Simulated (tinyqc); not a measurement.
Sp3 tight binding, zinc-blende lattice, step by step. Computed by tinyqc, a small Python program that keeps every step. Command: `OMP_NUM_THREADS=1 python tinyqc.py 22734 22735 out.jsonl` (the two numbers bound the seeds that draw the settings). One thread of a shared host (Intel(R) Xeon(R) Processor @ 2.60GHz), about 0.01 s of CPU time with the checks.

## Bloch Hamiltonian at k

Parameters chosen for this model: zinc-blende lattice, anion at 0, cation at a/4 (1,1,1); V = eta hbar^2 / (m d^2), hbar^2/m = 7.619964 eV angstrom^2:

| parameter | value | unit |
|---|---|---|
| a | 5.820000 | angstrom |
| d | 2.520134 | angstrom |
| Es anion | -14.090000 | eV |
| Ep anion | -8.050000 | eV |
| Es cation | -10.130000 | eV |
| Ep cation | -5.990000 | eV |
| eta ss | -1.400000 |  |
| eta sp | 1.840000 |  |
| eta pp sigma | 3.240000 |  |
| eta pp pi | -0.810000 |  |
| V ss | -1.679708 | eV |
| V sp | 2.207616 | eV |
| V pp sigma | 3.887324 | eV |
| V pp pi | -0.971831 | eV |

k point k (2 pi / a): 0.750000  0.100000  -0.280000

Slater-Koster rules over the four bonds with direction cosines (l, m, n): ss V_ss; s-px l V_sp; px-s -l V_sp; px-px l^2 V_pps + (1 - l^2) V_ppp; px-py l m (V_pps - V_ppp); each times exp(i k.d).

H(k) at k (eV):
```
                      a s                 a px                 a py                a pz
a s            -14.090000             0.000000             0.000000            0.000000
a px             0.000000            -8.050000             0.000000            0.000000
a py             0.000000             0.000000            -8.050000            0.000000
a pz             0.000000             0.000000             0.000000           -8.050000
c s   -2.297835+0.413453i  -0.129951+4.209434i  -1.980809+0.276160i  0.666709-0.820478i
c px   0.129951-4.209434i   0.886308-0.159475i  -0.847252+1.042662i  2.517209-0.350943i
c py   1.980809-0.276160i  -0.847252+1.042662i   0.886308-0.159475i  0.165141-5.349341i
c pz  -0.666709+0.820478i   2.517209-0.350943i   0.165141-5.349341i  0.886308-0.159475i

                      c s                 c px                 c py                 c pz
a s   -2.297835-0.413453i   0.129951+4.209434i   1.980809+0.276160i  -0.666709-0.820478i
a px  -0.129951-4.209434i   0.886308+0.159475i  -0.847252-1.042662i   2.517209+0.350943i
a py  -1.980809-0.276160i  -0.847252-1.042662i   0.886308+0.159475i   0.165141+5.349341i
a pz   0.666709+0.820478i   2.517209+0.350943i   0.165141+5.349341i   0.886308+0.159475i
c s            -10.130000             0.000000             0.000000             0.000000
c px             0.000000            -5.990000             0.000000             0.000000
c py             0.000000             0.000000            -5.990000             0.000000
c pz             0.000000             0.000000             0.000000            -5.990000
```

## Levels at k

Diagonalise the Hermitian matrix.

eigenvalues (eV): -17.125811  -14.058071  -13.177052  -12.745754  -4.296583  -3.322585  -1.115228  -0.498916

weights |c|^2 of the basis functions:
```
        band 1    band 2    band 3    band 4    band 5    band 6    band 7    band 8
a s   0.705629  0.056893  0.016037  0.017296  0.113784  0.084697  0.001338  0.004325
a px  0.024853  0.171207  0.076888  0.184827  0.260484  0.205965  0.011813  0.063963
a py  0.000041  0.121510  0.375404  0.054543  0.076978  0.029205  0.163257  0.179061
a pz  0.001839  0.161324  0.097884  0.319706  0.005325  0.003821  0.236385  0.173715
c s   0.143862  0.294617  0.075242  0.062773  0.357657  0.057432  0.001983  0.006434
c px  0.099227  0.014419  0.040753  0.095758  0.126296  0.519298  0.016832  0.087417
c py  0.014085  0.124440  0.138277  0.098711  0.055787  0.089638  0.231423  0.247639
c pz  0.010465  0.055589  0.179514  0.166384  0.003689  0.009944  0.336969  0.237446
```

## Bloch Hamiltonian at G

k point G (2 pi / a): 0  0  0

As before.

H(k) at G (eV):
```
             a s       a px       a py       a pz         c s       c px       c py       c pz
a s   -14.090000   0.000000   0.000000   0.000000   -6.718831   0.000000   0.000000   0.000000
a px    0.000000  -8.050000   0.000000   0.000000    0.000000   2.591549   0.000000   0.000000
a py    0.000000   0.000000  -8.050000   0.000000    0.000000   0.000000   2.591549   0.000000
a pz    0.000000   0.000000   0.000000  -8.050000    0.000000   0.000000   0.000000   2.591549
c s    -6.718831   0.000000   0.000000   0.000000  -10.130000   0.000000   0.000000   0.000000
c px    0.000000   2.591549   0.000000   0.000000    0.000000  -5.990000   0.000000   0.000000
c py    0.000000   0.000000   2.591549   0.000000    0.000000   0.000000  -5.990000   0.000000
c pz    0.000000   0.000000   0.000000   2.591549    0.000000   0.000000   0.000000  -5.990000
```

## Levels at G

As before.

eigenvalues (eV): -19.114505  -9.808732  -9.808732  -9.808732  -5.105495  -4.231268  -4.231268  -4.231268

## Bands along a path

The same steps at evenly spaced points between the labelled ones.

Bands along the path (eV):

| k | band 1 | band 2 | band 3 | band 4 | band 5 | band 6 | band 7 | band 8 |
|---|---|---|---|---|---|---|---|---|
| L | -17.364268 | -14.982286 | -11.670703 | -11.670703 | -5.470081 | -2.369297 | -2.369297 | -0.443365 |
| L-G 0.20 | -17.671193 | -14.462929 | -11.526250 | -11.526250 | -5.415220 | -2.513750 | -2.513750 | -0.710659 |
| L-G 0.40 | -18.217710 | -13.294880 | -11.124057 | -11.124057 | -5.275610 | -2.915943 | -2.915943 | -1.471800 |
| L-G 0.60 | -18.694489 | -11.859078 | -10.564401 | -10.564401 | -5.117536 | -3.475599 | -3.475599 | -2.588897 |
| L-G 0.80 | -19.006434 | -10.476337 | -10.036583 | -10.036583 | -5.042528 | -4.003417 | -4.003417 | -3.734700 |
| G | -19.114505 | -9.808732 | -9.808732 | -9.808732 | -5.105495 | -4.231268 | -4.231268 | -4.231268 |
| G-X 0.20 | -18.969703 | -10.358267 | -10.358267 | -10.208089 | -4.909430 | -4.172778 | -3.681733 | -3.681733 |
| G-X 0.40 | -18.543937 | -11.487543 | -11.487543 | -11.194605 | -4.513533 | -4.007925 | -2.552457 | -2.552457 |
| G-X 0.60 | -17.870870 | -12.574708 | -12.574708 | -12.435165 | -4.171830 | -3.782135 | -1.465292 | -1.465292 |
| G-X 0.80 | -17.055912 | -13.647370 | -13.318388 | -13.318388 | -3.960249 | -3.596469 | -0.721612 | -0.721612 |
| X | -16.551134 | -14.293264 | -13.580235 | -13.580235 | -3.886736 | -3.528866 | -0.459765 | -0.459765 |
| X-W 0.20 | -16.551134 | -14.293264 | -13.580235 | -13.580235 | -3.886736 | -3.528866 | -0.459765 | -0.459765 |
| X-W 0.40 | -16.551134 | -14.293264 | -13.580235 | -13.580235 | -3.886736 | -3.528866 | -0.459765 | -0.459765 |
| X-W 0.60 | -16.551134 | -14.293264 | -13.580235 | -13.580235 | -3.886736 | -3.528866 | -0.459765 | -0.459765 |
| X-W 0.80 | -16.551134 | -14.293264 | -13.580235 | -13.580235 | -3.886736 | -3.528866 | -0.459765 | -0.459765 |
| W | -16.551134 | -14.293264 | -13.580235 | -13.580235 | -3.886736 | -3.528866 | -0.459765 | -0.459765 |

With 4 band(s) filled, the highest filled level on these points lies at G and the lowest empty one at L: a gap of 4.3387 eV, indirect.
